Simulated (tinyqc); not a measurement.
Changing the Stoner parameter I: Stoner model of a band magnet at zero temperature. Computed by tinyqc, a small Python program. Command: `OMP_NUM_THREADS=1 python tinyqc.py 3003043 3003044 out.jsonl stoner sweep`. One thread of a shared host (Intel(R) Xeon(R) Processor @ 2.30GHz), about 0.02 s of CPU time with the checks.

Five orbitals per spin share one band; u = (E - E_bottom)/W runs from 0 to 1, and the states per spin, atom and energy are g = 5 d(u)/W with d = 1 - c cos(4 pi u). N(u) is the integral of d from 0. The moment m = n_up - n_down (electrons per atom) moves the fillings to n +/- m/10; the energy is E(m) = E_band(m) - I m^2/4.

Inputs (values chosen for the exercise, for a model d band):
```
quantity                    value  unit
band width W                  4.2    eV
filling n per spin orbital   0.77     -
depth c of the valley        0.57     -
start moment m0              0.11  mu_B
largest number of steps       600     -
```

Density of states: two peaks.

Method. Solve N(u_F) = n; g_F = 5 d(u_F)/W; the Stoner product is I g_F. Split the bands by Delta = I m, find the common Fermi level that keeps 10 n electrons, and read m(out) = 5 [N(u + Delta/(2W)) - N(u - Delta/(2W))], N clipped to 0 and 1. Start from m0 (at most 0.9 m_max, m_max = 10 min(n, 1 - n)); stop when m changes by less than 1e-8; moments under 1e-5 count as 0.

One run for each value:
```
Stoner parameter I (eV)  moment m (mu_B)  Stoner product I g_F
0.332                             0.0000                0.6176
0.409                             0.0000                0.7609
0.487                             0.0000                0.9060
0.564                             1.0533                1.0492
0.641                             1.8149                1.1925
0.718                             2.1427                1.3357
0.795                             2.3000                1.4790
0.872                             2.3000                1.6222
0.950                             2.3000                1.7673
1.030                             2.3000                1.9162
```

Over the rows, moment m (mu_B) rises from 0 to 2.30, flat over part of the range; Stoner product I g_F rises from 0.618 to 1.92 (exponent d ln y / d ln x about 1.0 throughout). The moment appears between I = 0.487 and 0.564 eV, where I g_F goes from 0.91 to 1.05.

Extremes, crossings and ranges named in words are read from the listed rows.
